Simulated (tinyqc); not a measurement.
Single-domain magnet: Stoner-Wohlfarth switching, Neel-Arrhenius retention, LLG dynamics and spin torque: one step, computed by the program tinyqc.

The moment is uniform, with unit vector m; z is the easy axis. mu_0 = 1.25663706212e-6 T m/A, gamma = 1.76085963023e11 rad/(s T).

Problem. One LLG step. In the time s = gamma mu_0 H_K t: (1 + alpha^2) dm/ds = -m x b - alpha m x (m x b) + a [m x (m x z) - alpha m x z], b = m_z z, a = alpha I/I_c0; Heun steps (Euler predictor, mean of the two slopes) without renormalising; start m = (sin theta_0, 0, cos theta_0), theta_0 = 1/sqrt(2 Delta).

Inputs (values chosen for the exercise, for a model magnet):

| quantity | value | unit |
|---|---|---|
| temperature T | 250 | K |
| damping alpha | 0.011 | - |
| drive I/I_c0 | 2.1 | - |
| time step times gamma mu_0 H_K | 0.08 | - |

Shape: thin disc, easy axis normal to it.

stability factor Delta = 28.55200

Give: m at the start; first slope; predictor; second slope; m after the step.

Solution.

m at the start: 0.1319  0.0000  0.9913

first slope: 0.0016  0.1308  -0.0002

predictor: 0.1321  0.0105  0.9912

second slope: -0.0088  0.1311  -0.0002

m after the step: 0.1317  0.0105  0.9912

Caution: a flat cylinder has a smaller N_z than the spheroid of the same t/d, so K_eff of a real disc is larger.
